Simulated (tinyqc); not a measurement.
Strain, valley repopulation and piezoresistance in a many-valley conduction band: one step, computed by the program tinyqc.

Valleys are ellipsoids with mass m_l along the axis a and m_t across it, parabolic, with one constant relaxation time; strain shifts the valleys and leaves the masses alone. Currents are taken along [100], along the load, and along [010], across the load.

Task: Mobility tensor and resistance change. Mobility tensor mu = e tau sum_v (n_v/n) [1/m_t + (1/m_l - 1/m_t) a a^T]; unstrained mu_0 = e tau (1/m_l + 2/m_t)/3; resistivity along d from the inverse tensor, rho_d = d.mu^-1.d/(n e), mobility along d = 1/(d.mu^-1.d); gauge pi_d = (rho_d/rho_0 - 1)/X.

Inputs (values chosen for the exercise, modelled on silicon): longitudinal mass m_l = 0.908 m_0; transverse mass m_t = 0.189 m_0; relaxation time tau = 300 fs; temperature T = 150 K.

Valley axes: <100> (6 valleys in 3 pairs). Load: uniaxial [100].

share of the electrons (per pair): x 0.1114126, y 0.4442937, z 0.4442937

Constants: e = 1.602176634e-19 C; m_0 = 9.1093837015e-31 kg.

Give: mobility tensor; unstrained mobility mu_0; mobility along the first direction; mobility along the second direction; resistance change along the first direction; resistance change along the second direction.

Result:

mobility tensor (cm^2/(V s)), rows x, y, z:
$$\begin{pmatrix}
2545 & 0 & 0 \\
0 & 1810 & 0 \\
0 & 0 & 1810
\end{pmatrix}$$

unstrained mobility mu_0 = 2055 cm^2/(V s)

mobility along the first direction = 2545 cm^2/(V s)

mobility along the second direction = 1810 cm^2/(V s)

resistance change along the first direction = -19.27 %

resistance change along the second direction = 13.56 %

The mobility lies between e tau/m_l = 581 and e tau/m_t = 2790; the trace stays at 3 mu_0. Along the first direction the filled valleys present more of their light mass.
